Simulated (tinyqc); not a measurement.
# Random telegraph noise from one oxide trap in a small MOSFET: what changes with what

An acceptor-like trap exchanges electrons with the channel. Inversion charge Q = Cox u, u = n Vt W0(exp((Vg - VT)/(n Vt))), W0 the Lambert function, n = nf, Cox = eps0 eox/tox; linear regime Id = (W/L) mu Q Vd. Relative to threshold the surface potential rises by Vt ln(u/u0) and the oxide voltage by the rest of Vg - VT, with u0 = n Vt W0(1).

Inputs (values chosen for the exercise); values of the order met in silicon transistors: temperature T = 350 K; relative permittivity of the gate insulator (close to hafnium oxide) eox = 22; insulator thickness tox = 13 nm; depth of the trap from the channel interface xt = 2 nm; trap level above the channel Fermi level at threshold E0 = 0.07 eV; capture prefactor s0 = 4e-17 cm^2; capture barrier (lattice relaxation) EB = 0.21 eV; tunnelling decay length lt = 0.13 nm; thermal velocity vth = 1.7e7 cm/s; thickness of the inversion layer zi = 1.8 nm; threshold voltage VT = 0.22 V; body factor nf = 1.14; gate width W = 22 nm; gate length L = 130 nm; mobility mu = 180 cm^2/(V s); scattering coefficient of the charged trap asc = 1.7e-16 V s; drain voltage Vd = 0.05 V; gate voltage Vg = 0.31 V.

Constants: q = 1.602176634e-19 C, kB = 1.380649e-23 J/K, Vt = kB T/q, eps0 = 8.8541878128e-14 F/cm where lengths are in cm. Results are converted to the units shown.

Each table varies one quantity; the others keep the values above.

## Time constants and noise against gate voltage

N = Cox u/q; dpsi = Vt ln(u/u0); E = E0 - dpsi - (xt/tox)(Vg - VT - dpsi); capture time tc = 1/[(N/zi) vth s0 exp(-xt/lt - EB/Vt)]; emission time te = tc exp(-E/Vt); occupancy te/(tc + te). A = W L; threshold step dV = q (1 - xt/tox)/(Cox A); gm/Id = 1/(u + n Vt); relative step dI/I = (gm/Id) dV + asc mu/A. fc = (1/tc + 1/te)/(2 pi); rms = (dI/I) sqrt(tc te)/(tc + te).

Time constants and noise against gate voltage:
```
Vg (V)	E (eV)	tc (s)	te (s)	occupancy	dI/I (%)	fc (Hz)	rms dI/I (%)
0.14	0.1295	46.78	0.6390	0.01347	8.554	0.2525	0.9862
0.2	0.08319	10.94	0.6940	0.05963	6.766	0.2439	1.602
0.26	0.04733	3.855	0.8027	0.1723	4.523	0.2396	1.708
0.32	0.02066	1.947	0.9813	0.3351	3.032	0.2439	1.431
0.38	-4.923e-4	1.220	1.240	0.5041	2.187	0.2588	1.094
0.44	-0.01848	0.8657	1.598	0.6486	1.687	0.2835	0.8052
0.5	-0.03453	0.6627	2.082	0.7586	1.367	0.3166	0.5850
0.56	-0.04930	0.5334	2.735	0.8368	1.149	0.3566	0.4246
0.62	-0.06318	0.4446	3.612	0.8904	0.9922	0.4020	0.3100
```

Read the table: what changes, and by how much?

tc falls from 46.8 to 0.445 s as the channel fills and te rises from 0.639 to 3.61 s; they are equal at Vg = 0.378 V, where E = 0. The rms noise goes from 0.986 through a maximum of 1.71 (at Vg = 0.26 V among the rows listed) to 0.310 %. The slope -Vt d ln(tc/te)/dVg is 0.772 between the first two rows and 0.231 between the last two; it tends to xt/tox = 0.154 only when the surface potential stops moving.

## Effect of the depth of the trap from the channel interface

Same model as above.

Effect of the depth of the trap from the channel interface:
```
xt (nm)	E (eV)	tc (s)	te (s)	occupancy	dI/I (%)	fc (Hz)	rms dI/I (%)
0.65	0.030117	6.6198e-5	2.4388e-5	0.26922	3.6088	8930.2	1.6007
1.95	0.024842	1.4581	0.63986	0.30499	3.2402	0.35789	1.4918
3.25	0.019566	32117	16788	0.34327	2.8716	1.4436e-5	1.3634
4.55	0.014291	7.0742e8	4.4045e8	0.38371	2.5030	5.8632e-10	1.2172
5.85	0.0090153	1.5582e13	1.1556e13	0.42582	2.1344	2.3986e-14	1.0554
7.15	0.0037398	3.4322e17	3.0319e17	0.46904	1.7658	9.8865e-19	0.88119
8.45	-0.0015357	7.5599e21	7.9547e21	0.51273	1.3972	4.1060e-23	0.69835
```

What does the comparison show?

As xt goes from 0.65 to 8.45, tc rises from 6.62e-5 to 7.56e21 s, te rises from 2.44e-5 to 7.95e21 s and dI/I falls from 3.61 to 1.40 %. tc grows a decade every lt ln 10 = 0.299 nm of depth; traps spread evenly in depth therefore give corner frequencies spread evenly on a log scale, whose sum is 1/f noise if the traps contribute equal variances.

Range of the model: VT is taken as given; short-channel effects and the uneven flow of current among few electrons are left out.

Computed by the program tinyqc: `OMP_NUM_THREADS=1 python tinyqc.py 2710160 2710161 out.jsonl`, one thread of a shared Intel Xeon 2.30GHz, about 0.01 s for the whole run.
